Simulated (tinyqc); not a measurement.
Neutral against charged centre: trap in a gate oxide as a short-range spherical well.

Lucovsky model (delta well, plane-wave final states, no local-field factor): sigma = (32 pi alpha c/(3 n_r m Et)) (x - 1)^(3/2)/x^3, x = h nu/Et, c = hbar^2/2m0; 1 angstrom^2 = 1e-16 cm^2.

Constants: hbar^2/2m0 = 3.80998211 eV angstrom^2; fine-structure constant alpha = 0.007297352564.

Inputs chosen for the exercise (out of a larger set: near those of SiO2 on Si; not measured data): m = 0.457 m0 (mass); n_r = 1.5 (refractive index); xs = (1.08, 1.28, 1.39, 1.91, 2.23, 3.01, 4.72, 6.66) (photon energies h nu/Et).

Et = 2.62086 eV

Lucovsky cross-section, its shape relative to the peak, and the shape of a hydrogen-like centre relative to threshold: x^-4 exp(4 - 4 atan(e)/e)/(1 - exp(-2 pi/e)), e = sqrt(x - 1).

Results:

| x | h nu (eV) | sigma (1e-18 cm^2) | relative to peak | hydrogen-like |
|---|---|---|---|---|
| 1.08 | 2.831 | 0.931 | 0.144 | 0.814 |
| 1.28 | 3.355 | 3.66 | 0.565 | 0.514 |
| 1.39 | 3.643 | 4.70 | 0.726 | 0.410 |
| 1.91 | 5.006 | 6.46 | 0.997 | 0.168 |
| 2.23 | 5.845 | 6.38 | 0.984 | 0.108 |
| 3.01 | 7.889 | 5.42 | 0.836 | 0.045 |
| 4.72 | 12.370 | 3.54 | 0.546 | 0.012 |
| 6.66 | 17.455 | 2.36 | 0.365 | 0.004 |

The short-range centre starts from zero, reaches half its peak at x = 1.24 and peaks at x = 2; in the last row it still has 36 % of the peak. The Coulomb centre is largest at threshold and is down to 0.4 % there. Reading the peak as the threshold would misplace the level by a factor 2, here 2.62 eV. Rows above the gap, about 9 eV, are hidden by band-to-band absorption.

tinyqc: `OMP_NUM_THREADS=1 python tinyqc.py 1280091 1280092 out.jsonl`; about 0.01 s, one thread, shared Intel(R) Xeon(R) Processor @ 2.30GHz.
